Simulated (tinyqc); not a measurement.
# Worked calculation: p-i-n power rectifier, conductivity modulation at high injection

Computed by the program tinyqc: `OMP_NUM_THREADS=1 python tinyqc.py 2230109 2230110 out.jsonl`, one thread of a shared Intel Xeon 2.30GHz, about 0.01 s for the whole run. Printed values are rounded.

A drift layer from x = -d to d (2 d = W) between ideal p+ and n+ emitters (no recombination in them). High injection, n = p, ambipolar diffusion with one lifetime; both mobilities scale as (T/300 K)^(-bt).

Values chosen for this exercise; bulk values close to those of 4H silicon carbide: temperature T = 350 K; relative permittivity eps_r = 9.93; critical-field constant Kc = 23300 V/cm per (cm^-3)^(1/8); rated breakdown voltage of the drift layer BV = 3400 V; drift mobility at 300 K mud = 818 cm^2/(V s); temperature exponent of the drift mobility bt = 2.5; hole mobility at 300 K mup = 107 cm^2/(V s); band gap Eg = 3.16 eV; conduction-band density of states at T Nc = 2.14e19 cm^-3; valence-band density of states at T Nv = 3.15e19 cm^-3; forward current density J = 50 A/cm^2; high-level lifetime tau = 3.3e-6 s.

Constants: q = 1.602176634e-19 C, kB = 1.380649e-23 J/K, Vt = kB T/q, eps0 = 8.8541878128e-14 F/cm where lengths are in cm. Results are converted to the units shown.

Range of the model: Here n exceeds 3e17 cm^-3; above that emitter recombination, Auger recombination and carrier-carrier scattering, left out here, change the profile and the forward voltage.

## Drift layer

Triangular field at breakdown with Ec = Kc N^(1/8): BV = eps0 eps_r Ec^2/(2 q N), so N = (eps0 eps_r Kc^2/(2 q BV))^(4/3); W = 2 BV/Ec; mu = mud (T/300 K)^(-bt); rho = 1/(q mu N); ideal resistance rho W.

drift doping N = 3.32752e15 cm^-3
Ec = 2.03058 MV/cm
drift thickness W = 33.4879 um
electron mobility mu at T = 556.399 cm^2/(V s)
drift resistivity rho = 3.37119 ohm cm
ideal resistance = 11.2894 mohm cm^2

## Carrier profile

Da = 2 mun mup Vt/(mun + mup), La = sqrt(Da tau), B = (mun - mup)/(mun + mup) with mun = mud (T/300 K)^(-bt), mup likewise; n(x) = (tau J/(2 q La)) [cosh(x/La)/sinh(d/La) - B sinh(x/La)/cosh(d/La)]. 11 equal steps.

Da = 3.88239 cm^2/s
La = 35.7937 um
B = 0.768649

```
point    x (um)   n (cm^-3)
0      -16.7439  3.77897e17
1      -13.6996  3.57598e17
2      -10.6552  3.39888e17
3       -7.6109  3.24638e17
4       -4.5665  3.11737e17
5       -1.5222  3.01093e17
6        1.5222  2.92629e17
7        4.5665  2.86282e17
8        7.6109  2.82008e17
9       10.6552  2.79775e17
10      13.6996  2.79567e17
11      16.7439  2.81383e17
```

d/La = 0.468. The lowest density on the grid is 84.0 times the drift doping.

## Forward voltage and stored charge

Ohmic drop: integral of J/(q (mun + mup) n); diffusion (Dember) drop Vt B ln(n(-d)/n(d)); both junctions together Vt ln(n(-d) n(d)/ni^2), ni = sqrt(Nc Nv) exp(-Eg/(2 Vt)), Eg in volts; V_F = the sum; stored charge q times the integral of n. Trapezoid rule; mun and mup scale as (T/300 K)^(-bt).

ohmic drop = 0.00544445 V
diffusion drop = 0.00683679 V
junction drops = 2.89596 V
V_F = 2.90824 V
stored charge = 165.099 uC/cm^2

A fine grid gives V_F = 2.908 V and the stored charge J tau = 165.0 uC/cm^2. Without modulation the drift layer alone would drop J rho W = 0.564 V, 46.0 times the ohmic and diffusion drops together.
